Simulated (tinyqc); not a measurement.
Three voltage laws: time-dependent dielectric breakdown: cell percolation, Weibull statistics, area scaling and voltage extrapolation. Computed by tinyqc, a small Python program. Command: `OMP_NUM_THREADS=1 python tinyqc.py 3014462 3014463 out.jsonl tddb walk`. One thread of a shared host (Intel(R) Xeon(R) Processor @ 2.30GHz), about 0.01 s of CPU time with the checks.

The oxide is divided into columns of area a^2, each holding m = t_ox/a cells (m is taken as continuous). A share lambda(t) = (t/t_1)^alpha of the cells is defective, and a column whose cells are all defective breaks down.

Inputs (values chosen for the exercise, for a model gate oxide):

| quantity | value | unit |
|---|---|---|
| oxide thickness t_ox | 5.4 | nm |
| defect cell size a | 1.1 | nm |
| exponent alpha of defect growth | 0.6 | - |
| time t_1 at which the occupied share would reach 1 | 4e+07 | s |
| test area A | 8000 | um^2 |
| product area A_u | 6e+06 | um^2 |
| stress voltage V | 6.29 | V |
| use voltage V_u | 3.1 | V |
| local exponent n = -d ln t/d ln V at the stress voltage | 33 | - |
| activation energy E_a | 0.42 | eV |
| stress temperature T | 175 | C |
| use temperature T_u | 85 | C |
| allowed failure fraction F | 1e-05 | - |

Voltage law used: power.

Constants: k_B = 8.617333262e-05 eV/K.

Method:
- Failure fraction F = 1 - (1 - lambda^m)^N with N = A/a^2 columns, which for small lambda^m is 1 - exp(-(t/t63)^beta) with beta = alpha m and t63 = t_1 N^(-1/beta); critical share lambda(t63) = N^(-1/m). 1 um^2 = 1e6 nm^2.
- All three voltage laws share the slope n at the stress voltage. Factor t(V_u)/t(V): E law exp(n (1 - V_u/V)); 1/E law exp(n (V/V_u - 1)); power law (V/V_u)^n.
- Temperatures in kelvin are T(C) + 273.15.
- Temperature factor exp[(E_a/k_B)(1/T_u - 1/T)]; area factor (A/A_u)^(1/beta); percentile factor (-ln(1 - F))^(1/beta); life = t63 x all four; 1 year = 3.15576e7 s.
- Life = t63 x voltage, temperature, area and percentile factors, the last three as above.

projected life = 264672 years

voltage factor = 1.38209e+10

Log10 of the life in years:

| V_u/V | V_u (V) | E law | 1/E law | power law |
|---|---|---|---|---|
| 1.00 | 6.2900 | -4.7178 | -4.718 | -4.7178 |
| 0.95 | 5.9755 | -4.0012 | -3.964 | -3.9827 |
| 0.90 | 5.6610 | -3.2847 | -3.125 | -3.2078 |
| 0.80 | 5.0320 | -1.8515 | -1.135 | -1.5198 |
| 0.70 | 4.4030 | -0.4183 | 1.424 | 0.3939 |
| 0.60 | 3.7740 | 1.0149 | 4.837 | 2.6032 |
| 0.50 | 3.1450 | 2.4480 | 9.614 | 5.2162 |
| 0.40 | 2.5160 | 3.8812 | 16.780 | 8.4142 |

What follows from these numbers?

At V_u/V = 0.9 the laws differ by 0.16 decades at most, and at 0.5 by 7.2. The E law is the most cautious and the 1/E law the most hopeful. Ten years are reached at V_u/V = 0.601 (E), 0.715 (1/E), 0.671 (power). Caution: t_1 is an input here; in a real oxide it changes with thickness at fixed voltage. Caution: a voltage factor of more than nine decades rests wholly on the chosen law and cannot be tested. Caution: the rows at low voltage extrapolate over many decades and cannot be tested.
